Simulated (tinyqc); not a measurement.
Cell size and critical density at another thickness.

Problem. In the cell model of oxide breakdown (cubic cells of edge a, defect density growing as t^al) the Weibull slope is beta = al tox/a, and for small l the critical density is N_bd = a^(-3) (A/a^2)^(-a/tox). Find a from the slope, and then the area A and the slope at 3.3 nm.

Parameters, values chosen for the exercise:
- al = 0.94 (exponent of defect growth)

Weibull slope at a thickness of 2.2 nm = 1.88
N_bd there, small-l form = 4.1848734e18 cm^-3

Answer. a = al tox/beta, and A = a^2 (a^3 N_bd)^(-tox/a).

a = 1.10 nm
A = 0.0390 um^2
slope = 2.82

Numbers from tinyqc (`OMP_NUM_THREADS=1 python tinyqc.py 2070128 2070129 out.jsonl`; about 0.01 s on one thread of a shared Intel Xeon 2.30GHz).
